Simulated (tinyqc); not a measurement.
Thermal resistances of a two-die stack.

Question. Heat leaves through the lower die only, and the system is linear. Find the resistance R1 from the lower die to the coolant, R2 between the dies, and the rise of the upper die when both are powered.

Values chosen for this exercise: power of the lower die P1 = 18 W; power of the upper die P2 = 26 W.

rises of the lower and upper die with only the lower one powered (K): 4.32  4.32
rises of the lower and upper die with only the upper one powered (K): 6.24  13

Answer. With only the lower die powered no heat crosses R2, so both dies rise by P1 R1; the difference in the second test is P2 R2; rises add.

R1 = 0.240 K/W
R2 = 0.260 K/W
rise of the upper die = 17.3 K

tinyqc, about 0.03 s, one thread, Intel Xeon 2.30GHz (shared host): `OMP_NUM_THREADS=1 python tinyqc.py 2162099 2162100 out.jsonl`
